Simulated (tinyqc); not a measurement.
# Implant damage, amorphisation by cascade overlap, and solid-phase epitaxial regrowth, step by step

A worked calculation. Computed by tinyqc, a small Python program that keeps every step. Command: `OMP_NUM_THREADS=1 python tinyqc.py 3110894 3110895 out.jsonl sper walk`. One thread of a shared host (Intel(R) Xeon(R) Processor @ 2.30GHz), about 0.01 s of CPU time with the checks. Intermediate numbers are printed to about 6 digits and carried at full precision; extremes and crossings named in words are read from the listed rows.

Range and width of the damage are inputs. Dynamic annealing enters only through the surviving share f.

Inputs (values chosen for the exercise, modelled on germanium ions in germanium):
```
quantity                            value    unit
atomic density N                     44.2  1/nm^3
ion Z1                                 32       -
ion mass M1                          72.6       u
target Z2                              32       -
target mass M2                      72.63       u
ion energy E                           25     keV
displacement energy E_d                17      eV
depth of the damage peak R_d           13      nm
width of the damage profile s_d       8.8      nm
share of defects that survive f      0.84       -
critical displaced share x_c          0.1       -
dose Q                            7.2e+14  1/cm^2
overlaps needed n                       1       -
area amorphised by one track A_i      4.2    nm^2
regrowth prefactor v0             2.9e+16    nm/s
regrowth energy E_a                  2.14      eV
anneal temperature                    343       C
rate relative to (100)               0.04       -
peak enhancement by the dopant        2.9       -
ramp rate                              36     K/s
```

Constants: a_0 = 0.529177210903 angstrom; e^2/(4 pi eps_0) = 14.39964548 eV angstrom; k_B = 8.617333262e-05 eV/K.

## Damage energy and displacements per ion

Robinson partition: eps = E a M2/(Z1 Z2 (e^2/(4 pi eps_0)) (M1 + M2)), a = 0.8853 a_0/sqrt(Z1^(2/3) + Z2^(2/3)); k = 0.0793 Z1^(2/3) Z2^(1/2) (M1 + M2)^(3/2)/((Z1^(2/3) + Z2^(2/3))^(3/4) M1^(3/2) M2^(1/2)); damage energy T_d = E/(1 + k (eps + 0.40244 eps^(3/4) + 3.4008 eps^(1/6))); displacements nu = 0.8 T_d/(2 E_d).

reduced energy eps = 0.0884724

k = 0.157781

damage energy T_d = 18.0839 keV

T_d/E = 0.723357

displacements per ion nu = 425.504

28 % of the energy goes to electrons.

## The amorphous layer

Displaced share x(z) = f nu Q exp(-(z - R_d)^2/(2 s_d^2))/(sqrt(2 pi) s_d N); the layer is amorphous where x > x_c, between R_d -/+ s_d sqrt(2 ln(x_max/x_c)), the upper edge being cut at the surface. Threshold dose Q_c = Q x_c/x_max.

peak displaced share x_max = 2.63950

threshold dose Q_c = 2.72779e+13 1/cm^2

upper edge = 0 nm

lower edge = 35.5155 nm

The layer reaches the surface. Caution: x above 1 counts atoms displaced more than once.

## Damage left below the interface

Displaced atoms per area beyond the lower edge z2: f nu Q (1/2) erfc((z2 - R_d)/(sqrt2 s_d)); they are not removed by regrowth.

share of the damage beyond z2 = 0.00525499

displaced atoms beyond z2 = 1.35235e+15 1/cm^2

## Layer against dose

The formulas are those given above.

Dose series; the last column is f nu Q erfc((z2 - R_d)/(sqrt2 s_d))/2:
```
Q (1/cm^2)    x_max  upper edge (nm)  lower edge (nm)  displaced atoms beyond z2 (1/cm^2)
3.00e+13    0.10998          9.16177          16.8382                         3.55307e+15
4.09e+13    0.14994          5.07950          20.9205                         2.69048e+15
6.82e+13    0.25002          1.08670          24.9133                         2.14274e+15
1.09e+14    0.39959          0.00000          27.6475                         1.87031e+15
1.91e+14    0.70020          0.00000          30.3616                         1.65568e+15
3.27e+14    1.19877          0.00000          32.6139                         1.50912e+15
6.82e+14    2.50019          0.00000          35.3283                         1.36154e+15
1.36e+15    4.98571          0.00000          37.6059                         1.25702e+15
```

A dose 45 times larger moves the lower edge from 16.8 to 37.6 nm, as the root of a logarithm, and the damage beyond it falls by a factor 2.8, since the edge lies on an ever steeper tail. The layer reaches the surface at Q_c exp(R_d^2/(2 s_d^2)) = 8.12e13 per cm^2.

## Overlap model

Gibbons model: a point turns amorphous after n + 1 hits; with y = A_i Q the amorphous share is 1 - exp(-y) sum_(k=0..n) y^k/k!. Doses are set by y.

Amorphous share:
```
y     Q (1/cm^2)  direct impact (n = 0)   given n
0.1  2.38095e+12               0.095163  0.004679
0.3  7.14286e+12               0.259182  0.036936
0.6  1.42857e+13               0.451188  0.121901
1.0  2.38095e+13               0.632121  0.264241
2.0  4.76190e+13               0.864665  0.593994
3.0  7.14286e+13               0.950213  0.800852
5.0  1.19048e+14               0.993262  0.959572
8.0  1.90476e+14               0.999665  0.996981
```

At small y the share grows as y^2; between the first rows the exponent is 1.88.

## Isothermal regrowth

v = v0 x orientation factor x exp(-E_a/(k_B T)) x [1 + (enhancement - 1) exp(-(z - R_d)^2/(2 s_d^2))], T = anneal temperature + 273.15 K; the dopant is taken to follow the damage profile; the lower front moves from the lower edge z2 to the surface, or to the middle (z1 + z2)/2 of a buried layer with upper edge z1; time = int dz/v; the equivalent undoped distance is that time times the undoped velocity.

undoped velocity = 0.00363413 nm/s

distance to regrow = 35.5155 nm

time without enhancement = 9772.78 s

equivalent undoped distance = 18.7635 nm

time with enhancement = 5163.15 s

The rate doubles for each 11 K or so near this temperature. Caution: regrowth on (111) is not only slow but leaves twins, which a single velocity does not describe.

## Regrowth during a ramp

On a linear ramp from 200 C regrowth ends at the T_f where int v_undoped dT/(ramp rate) equals the equivalent undoped distance.

temperature at which regrowth ends = 519.203 C

Checks made by the program: tail against quadrature of x(z) N (relative difference below 1e-10).
